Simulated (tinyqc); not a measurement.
Capacitance of parallel on-chip lines from Laplace's equation on a mesh: course of the relaxation.

Cross-section of an endless row of equal lines between two grounded planes; neighbours are driven in antiphase (+1 V and -1 V), so the plane midway between two lines is at 0 V. By symmetry one quarter is solved: x runs from the centre of a line (column 0, mirror) to that midplane (column 4, 0 V), y from the mid-height of the line (row 0, mirror) to the ground plane (row 4, 0 V). The line fills columns 0 to 1 and rows 0 to 1 at 1 V. Cells beside the line (below row 1) have e2, cells above have e1. Each link between nodes has the conductance g = mean permittivity of the two cells beside it (a cell beyond a mirror counts as 0), and the free nodes obey sum g (V_neighbour - V) = 0.

gx[j, i] joins node (row j, column i) to column i + 1, gy[j, i] to row j + 1.

One sweep visits the free nodes row by row from row 0, left to right, and replaces V by V + om (weighted mean of the neighbours - V), using new values at once.

Stop when no node changes by 1e-7 V. C = 4 eps0 sum g (difference of V along the link)^2, in aF/um.

Values chosen for this exercise: relative permittivity above and below the lines e1 = 2.7; relative permittivity between the lines e2 = 3.9; over-relaxation factor om = 1.

V at the start (V):

|  | col 0 | col 1 | col 2 | col 3 | col 4 |
|---|---|---|---|---|---|
| row 0 | 1 | 1 | 0 | 0 | 0 |
| row 1 | 1 | 1 | 0 | 0 | 0 |
| row 2 | 0 | 0 | 0 | 0 | 0 |
| row 3 | 0 | 0 | 0 | 0 | 0 |
| row 4 | 0 | 0 | 0 | 0 | 0 |

Course of the iteration:

| sweep | C (aF/um) | largest change (V) |
|---|---|---|
| 1 | 190.760 | 0.324 |
| 2 | 153.998 | 0.178 |
| 3 | 144.081 | 0.0785 |
| 4 | 140.859 | 0.0424 |
| 5 | 139.767 | 0.0242 |
| 6 | 139.392 | 0.0140 |
| 7 | 139.263 | 8.22e-3 |
| 8 | 139.219 | 4.84e-3 |
| 9 | 139.204 | 2.85e-3 |
| ... | ... | ... |
| 21 | 139.196 | 4.80e-6 |
| 22 | 139.196 | 2.82e-6 |
| 23 | 139.196 | 1.65e-6 |
| 24 | 139.196 | 9.71e-7 |
| 25 | 139.196 | 5.70e-7 |
| 26 | 139.196 | 3.35e-7 |
| 27 | 139.196 | 1.96e-7 |
| 28 | 139.196 | 1.15e-7 |
| 29 | 139.196 | 6.77e-8 |

Did this iteration meet its convergence test, and what does its course show?

Yes. Converged in 29 sweeps. Over the last four sweeps the change shrinks by about 0.59 a sweep. C comes down from above, since the solution minimises the energy.

Numbers from tinyqc (`OMP_NUM_THREADS=1 python tinyqc.py 2790216 2790217 out.jsonl`; about 0.6 s on one thread of a shared Intel Xeon 2.30GHz).
